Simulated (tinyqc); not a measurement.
Critical temperature from a phonon spectrum: McMillan, Allen-Dynes and the linearised Eliashberg equation: one step, computed by the program tinyqc.

alpha^2 F(omega) = sum_i (lambda_i omega_i/2) delta(omega - omega_i), so that lambda = 2 int alpha^2 F/omega d omega = sum_i lambda_i.

Problem. Largest eigenvalue of the small kernel. K is the kernel of the linearised Eliashberg equation on the Matsubara points omega_n = (2n + 1) pi k_B T; T_c is where its largest eigenvalue rho is zero. Diagonalise K; at rho = 0 the eigenvector c is the gap function Delta_n/omega_n up to a factor; away from it Delta_n/Delta_0 = (2n + 1) c_n/c_0 is only an estimate.

Inputs (values chosen for the exercise, for a model metal): trial temperature = 11.8 K.

Peaks in alpha^2 F: three.

K:
```
           1          2          3
1  -0.088611   1.697169   1.062798
2   1.697169  -5.086386   1.307220
3   1.062798   1.307220  -8.910153
```

Give: largest eigenvalue rho; Delta_n/Delta_0.

Solution.

largest eigenvalue rho = 0.6415

Delta_n/Delta_0: 1.000  0.996  0.784

rho > 0: in this small matrix the trial temperature lies below T_c.
